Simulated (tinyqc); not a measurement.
Metal gate on a two-layer dielectric stack with fixed charge and a dipole: one step of the calculation.

Gate, layer 2, layer 1, p-type semiconductor; x runs from the gate inwards. Charges are counted in units of +q. psi is the band bending at the surface, positive towards inversion. Classical charge, Boltzmann statistics, no interface traps.

Task. Threshold voltage. ni = sqrt(Nc Nv) exp(-Eg/(2 Vt)), Eg in volts, pB = Vt ln(Na/ni), Vth = Vfb + 2 pB + sqrt(4 q eps0 eps_r Na pB)/Cox.

Values chosen for this exercise; band and dielectric values close to those of silicon, layer 1 close to silicon dioxide, layer 2 close to hafnium oxide:
```
symbol    value   unit                                 meaning
T           300      K                             temperature
Eg         1.14     eV                                band gap
eps_r      11.7                          relative permittivity
Nc      2.83e19  cm^-3  conduction-band density of states at T
Nv      2.69e19  cm^-3     valence-band density of states at T
Na       1.7e18  cm^-3                        acceptor density
```

Constants: q = 1.602176634e-19 C, kB = 1.380649e-23 J/K, Vt = kB T/q, eps0 = 8.8541878128e-14 F/cm where lengths are in cm. Results are converted to the units shown.

Vfb = -0.12909254 V
Cox = 1.3636177 uF/cm^2

Wanted: ni; pB; depletion charge; Vth.

Result.

ni = 7.331e9 cm^-3
pB = 0.4980 V
depletion charge = 0.7497 uC/cm^2
Vth = 1.417 V

Program tinyqc, `OMP_NUM_THREADS=1 python tinyqc.py 2010153 2010154 out.jsonl`; Intel Xeon 2.30GHz, shared host, one thread, about 0.01 s.
